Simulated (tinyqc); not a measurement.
Luttinger-Kohn k.p, four valence bands, step by step. One step of it, computed by the program tinyqc.

Task: Levels at k. Diagonalise the Hermitian matrix.

H(k) at k (eV), order 3/2, 1/2, -1/2, -3/2:
```
[[0.082243, 0.018397+0.021185i, 0.001523-0.021847i, 0.000000],
 [0.018397-0.021185i, 0.079840, 0.000000, 0.001523-0.021847i],
 [0.001523+0.021847i, 0.000000, 0.079840, -0.018397-0.021185i],
 [0.000000, 0.001523+0.021847i, -0.018397+0.021185i, 0.082243]]
```

Give: eigenvalues.

Result:

eigenvalues (eV): [0.045, 0.045, 0.117, 0.117]
